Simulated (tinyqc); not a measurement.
From results to parameters: minimal-basis H2. Computed by the program tinyqc with PySCF.

Problem. For two electrons in the two orbitals of minimal-basis H2, the CIS energies are e2 - e1 - J12 + 2 K12 and e2 - e1 - J12, and E_corr = D - sqrt(D^2 + K12^2) with 2D the energy of the double excitation. Find J12, K12, D, the MP2 energy and the weight of the double excitation.

orbital gap e2 - e1 = 0.71686686 hartree
CIS singlet and triplet energies (hartree): 0.561098  0.131560
FCI correlation energy = -0.05935792 hartree

Solution. Half the singlet-triplet splitting is K12, the gap less the triplet energy is J12, D = (E_corr^2 - K12^2)/(2 E_corr), MP2 is -K12^2/(2 gap), and the weight is c^2/(1 + c^2) with c = E_corr/K12.

J12, K12, D (hartree): 0.5853  0.2148  0.3589
MP2 correlation energy = -0.03217 hartree
weight of the double excitation = 0.071
